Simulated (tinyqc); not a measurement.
# Small-signal admittance of a forward-biased p+-n diode: effects of single changes

Holes injected into a neutral base of width wb with an ohmic contact at its end; low injection, p0 far above the equilibrium density. A small voltage v exp(i w t), w = 2 pi f, modulates the edge density by p0 v/Vt, and the small-signal density obeys Dp d2p/dx2 = (1/tau + i w) p.

Values chosen for this exercise; permittivity close to that of 4H silicon carbide:
```
symbol,value,unit,meaning
T,275,K,temperature
eps_r,9.7,,relative permittivity
Nd,3.2e15,cm^-3,donor density of the base
Dp,2.2,cm^2/s,hole diffusion coefficient
tau,3e-8,s,hole lifetime
wb,0.26,um,width of the neutral base
p0,6.1e11,cm^-3,excess hole density at the junction edge
Na,3e19,cm^-3,acceptor density of the p+ side
Rs,0.00061,ohm cm^2,series resistance
f,1.6e9,Hz,signal frequency
```

Constants: q = 1.602176634e-19 C, kB = 1.380649e-23 J/K, Vt = kB T/q, eps0 = 8.8541878128e-14 F/cm where lengths are in cm. Results are converted to the units shown.

Each table varies one quantity; the others keep the values above.

## Admittance against frequency

L = sqrt(Dp tau); direct current J = (q Dp p0/L) coth(wb/L); k = sqrt(1 + i w tau)/L; diffusion admittance Y = (q Dp p0/Vt) k coth(k wb) = G + i w C_diff; junction capacitance C_j = sqrt(q eps0 eps_r Nd/(2 Vr)) in the depletion approximation, with the remaining barrier Vr = Vt ln(Na/p0), a rough value under forward bias; base-width modulation is left out. Measured admittance 1/[Rs + 1/(Y + i w C_j)].

The same in every row: C_j (uF/cm^2) = 0.02290.

Results:
```
f (Hz)    w tau  G (S/cm^2)  C_diff (uF/cm^2)  measured G (S/cm^2)  measured C (uF/cm^2)  phase of the measured Y (degrees)
3e6      0.5655      0.3502          3.569e-5               0.3502               0.02293                              50.98
1e7       1.885      0.3502          3.569e-5               0.3514               0.02293                              76.29
6e7       11.31      0.3503          3.569e-5               0.3958               0.02293                              87.38
1e9       188.5      0.3780          3.488e-5                12.94               0.02275                              84.83
4e9       754.0      0.6487          2.725e-5                180.8               0.02039                              70.57
2e10       3770       1.533          1.220e-5                 1238              0.005606                              29.64
7e10    1.319e4       2.869          6.522e-6                 1597              5.907e-4                              9.240
3e11    5.655e4       5.939          3.150e-6                 1637              3.297e-5                              2.174
```

Estimate the missing row, f = 2e8 Hz.

Computed row:
```
f (Hz)  w tau  G (S/cm^2)  C_diff (uF/cm^2)  measured G (S/cm^2)  measured C (uF/cm^2)  phase of the measured Y (degrees)
2e8     37.70      0.3513          3.566e-5               0.8576               0.02292                              88.29
```

With this row back in the table: G starts at J/Vt = 0.350 S/cm^2 and C_diff at (J tau/(2 Vt))(1 - 2 x/sinh 2x) = 3.57e-5 uF/cm^2, x = wb/L = 0.101. Between the last two rows G goes as f^(0.50) and C_diff as f^(-0.50); the limits are 1/2 and -1/2, reached when the signal penetrates only sqrt(Dp/w). The measured C is 0.043 % below C_diff + C_j in the first row and 100 % below it in the last, the difference being due to Rs.

## Effect of the hole lifetime

Same model as above.

The same in every row: C_j (uF/cm^2) = 0.022903.

Effect of the hole lifetime:
```
tau (s)   w tau  G (S/cm^2)  C_diff (uF/cm^2)  measured G (S/cm^2)  measured C (uF/cm^2)  phase of the measured Y (degrees)
3e-10    3.0159     0.51300         3.0129e-5               32.279              0.022475                             81.870
1e-9     10.053     0.44659         3.2580e-5               32.223              0.022479                             81.885
6e-9     60.319     0.42185         3.3563e-5               32.202              0.022481                             81.891
3e-8     301.59     0.41784         3.3726e-5               32.199              0.022481                             81.892
1e-7     1005.3     0.41714         3.3755e-5               32.199              0.022481                             81.892
6e-7     6031.9     0.41689         3.3765e-5               32.198              0.022481                             81.892
3e-6      30159     0.41685         3.3767e-5               32.198              0.022481                             81.892
```

As tau goes from 3e-10 to 3e-6, G falls from 0.513 to 0.417 S/cm^2, C_diff rises from 3.01e-5 to 3.38e-5 uF/cm^2 and the measured C stays near 0.0225 uF/cm^2. C_diff stays below C_j.

Numbers from tinyqc (`OMP_NUM_THREADS=1 python tinyqc.py 2890153 2890154 out.jsonl`; about 0.01 s on one thread of a shared Intel Xeon 2.30GHz).
